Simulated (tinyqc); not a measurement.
## Ground and coupling capacitance from two measurements

Problem. A line has Cg to the planes and Cc to each of two neighbours. Find Cg, Cc, the load when both neighbours switch in antiphase, and the pulse on the line when it floats and both neighbours swing by Vx.

Parameters, values chosen for the exercise: swing Vx = 0.8 V.

capacitance with neighbours driven alike and with neighbours grounded (aF/um): [50, 106]

Solution. Driven alike, Cc carries no charge, which leaves Cg; grounded neighbours give Cg + 2 Cc, antiphase Cg + 4 Cc; a floating line divides the swing as 2 Cc/(Cg + 2 Cc).

Cg = 50.00 aF/um
Cc = 28.00 aF/um
load in antiphase = 162.0 aF/um
pulse = 0.4226 V

tinyqc, about 0.9 s, one thread, Intel Xeon 2.30GHz (shared host): `OMP_NUM_THREADS=1 python tinyqc.py 2790204 2790205 out.jsonl`
